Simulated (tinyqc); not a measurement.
Pump-down curve: gas flow in a process chamber: flow regimes, conductance, effective pumping speed, pump-down, outgassing and purge. Computed by tinyqc, a small Python program. Command: `OMP_NUM_THREADS=1 python tinyqc.py 3120028 3120029 out.jsonl pump walk`. One thread of a shared host (Intel(R) Xeon(R) Processor @ 2.30GHz), about 0.05 s of CPU time with the checks.

Ideal gas, isothermal flow, a pump of constant speed at the end of a round pipe; process gas, volume gas and outgassing are given the same properties. 1 sccm = 101325 Pa x 1e-6 m^3/60 s x T/273.15 K.

Inputs (values chosen for the exercise, modelled on nitrogen near room temperature):
```
quantity,value,unit
molar mass M,28.01,g/mol
molecular diameter,0.37,nm
viscosity eta,17.8,micropascal s
temperature T,350,K
chamber volume V,120,L
wall area,2.4,m^2
pipe diameter d,4,cm
pipe length l,14,cm
pump speed S,8.6,L/s
outgassing rate after 1 h,7.9e-06,Pa m^3/(s m^2)
outgassing exponent n,0.7,-
starting pressure p0,1600,Pa
```

Constants: k_B = 1.380649e-23 J/K; u = 1.6605390666e-27 kg.

Method:
- Mean speed c = sqrt(8 k_B T/(pi m)); aperture conductance C_a = c pi d^2/16; molecular pipe C_m = C_a/(1 + 3 l/(4 d)) (Dushman form); viscous pipe C_v = pi d^4 p_mean/(128 eta l); Knudsen interpolation C = C_v + C_m (1 + x)/(1 + 1.24 x), x = d p_mean sqrt(m/(k_B T))/eta.
- Effective speed 1/S_eff = 1/S + 1/C_m; time constant V/S_eff; pressure at which the free path k_B T/(sqrt2 pi d_m^2 p) equals d.
- Pump-down: V dp/dt = -S_eff(p) p + q(t) A, with S_eff = S p_2/p, where p_2 solves C((p + p_2)/2) (p - p_2) = S p_2 at each moment, and q(t) = q_1 (1 h/(t + 10 s))^n; integrated adaptively. At long times p = q(t) A/S_eff.
- S_eff(p) is tabulated at 260 pressures and interpolated in ln p. Comparison columns: p0 exp(-t/time constant) with the molecular S_eff (0 below 1e-26 p0), and the outgassing limit.

time constant = 16.6455 s

S_eff in molecular flow = 7.20916 L/s

Pressure against time:
```
t (s),p (Pa),S_eff (L/s),volume gas only (Pa),outgassing limit (Pa)
0.3,1.5660e+03,8.5981,1.5714e+03,1.5863e-01
1,1.4894e+03,8.5980,1.5067e+03,1.5149e-01
3,1.2906e+03,8.5977,1.3361e+03,1.3477e-01
10,7.8163e+02,8.5962,8.7743e+02,9.9688e-02
30,1.8673e+02,8.5844,2.6387e+02,6.1365e-02
100,1.4871e+00,7.6835,3.9358e+00,3.0227e-02
300,1.5289e-02,7.1938,2.3816e-05,1.4636e-02
1000,6.4850e-03,7.2020,0,6.4024e-03
3600,2.6345e-03,7.2061,0,2.6249e-03
20000,7.9214e-04,7.2082,0,7.9158e-04
100000,2.5669e-04,7.2089,0,2.5665e-04
```

From t = 300 s on the pressure is within 20 % of the outgassing limit, which falls only as (t + 10 s)^-0.7: walls, not volume, set the time to base pressure.
